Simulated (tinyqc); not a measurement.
Punch-through p+-n junction, ionisation integral and breakdown: one step of the calculation.

A p+ layer at x < 0 and an n drift layer from x = 0 to L on an n+ substrate. Depletion approximation, built-in voltage neglected. Local ionisation coefficients alpha_n = an exp(-(bn/E)^mx), alpha_p = ap exp(-(bp/E)^mx). Electrons move towards +x, holes towards x = 0.

Task. Ionisation integrals by the trapezoid rule. G(x) = integral from 0 to x of (alpha_n - alpha_p); I_n = integral of alpha_n exp(-G) (electrons injected at x = 0), I_p = integral of alpha_p exp(G(end) - G) (holes injected at the far edge); M = 1/(1 - I). All integrals by the trapezoid rule on the grid.

```
point     x (um)  alpha_n (1/cm)  alpha_p (1/cm)
0       0.000000      0.93551805       49.733432
1       4.400000      0.31884108       20.418490
2       8.800000     0.095487772       7.5328869
3      13.200000     0.024513783       2.4465889
4      17.600000    0.0052271080      0.68153999
5      22.000000    8.8876357e-4      0.15743506
6      26.400000    1.1420072e-4     0.028847496
7      30.800000    1.0317844e-5    0.0039501000
8      35.200000    5.9355982e-7    3.7236647e-4
9      39.600000    1.8895488e-8    2.1517791e-5
10     44.000000   2.7111785e-10    6.4326531e-7
```

Wanted: G; alpha_n exp(-G); I_n; I_p; M_n; M_p.

Result.

```
point         G  alpha_n exp(-G) (1/cm)
0       0.00000                  0.9355
1      -0.01516                  0.3237
2      -0.02122                  0.0975
3      -0.02338                  0.0251
4      -0.02407                  0.0054
5      -0.02425                  0.0009
6      -0.02429                  0.0001
7      -0.02430                  0.0000
8      -0.02430                  0.0000
9      -0.02430                  0.0000
10     -0.02430                  0.0000
```

I_n = 4.050e-4
I_p = 0.02434
M_n = 1.000
M_p = 1.025

Computed by the program tinyqc: `OMP_NUM_THREADS=1 python tinyqc.py 2120043 2120044 out.jsonl`, one thread of a shared Intel Xeon 2.30GHz, about 0.1 s for the whole run.
